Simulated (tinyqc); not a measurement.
Current crowding under a contact, resistor ladder against the transmission-line model: one step of the calculation.

A metal contact of length d and width W on a thin layer of the same width. The metal has no resistance, the sheet resistance under it equals Rsh, and current enters the layer at the front edge x = 0.

Task. Voltages and the share of the current. Cut the contact into n cells of length hc = d/n. Neighbouring cell centres are joined by a = W/(Rsh hc), each centre joins the metal (0 V) by g = W hc/rc, and I enters cell 1 through half a cell: -a v_(i-1) + b_i v_i - a v_(i+1) = I for i = 1 and 0 otherwise, b_i = g + 2 a (g + a at both ends). Rc = v_1/I + 1/(2 a). Cell i passes g v_i to the metal.

Parameters, values chosen for the exercise:
- n = 5 (cells)
- I = 5 mA (current)

a = 0.36541889 S
g = 0.093310345 S
b_i, cell 1 to 5 (S): [0.45872924, 0.82414813, 0.82414813, 0.82414813, 0.45872924]

Find: v_i; share of the current; Rc of the ladder.

Result.

| cell | v_i (mV) | share of the current (%) |
|---|---|---|
| 1 | 21.466 | 40.059 |
| 2 | 13.264 | 24.753 |
| 3 | 8.449 | 15.768 |
| 4 | 5.792 | 10.809 |
| 5 | 4.614 | 8.610 |

Rc of the ladder = 5.6614 ohm

The first cell passes 40.1 % of the current and the last 8.61 %; an even spread would give 20.0 % each.

Program tinyqc, `OMP_NUM_THREADS=1 python tinyqc.py 2760088 2760089 out.jsonl`; Intel Xeon 2.30GHz, shared host, one thread, about 0.01 s.
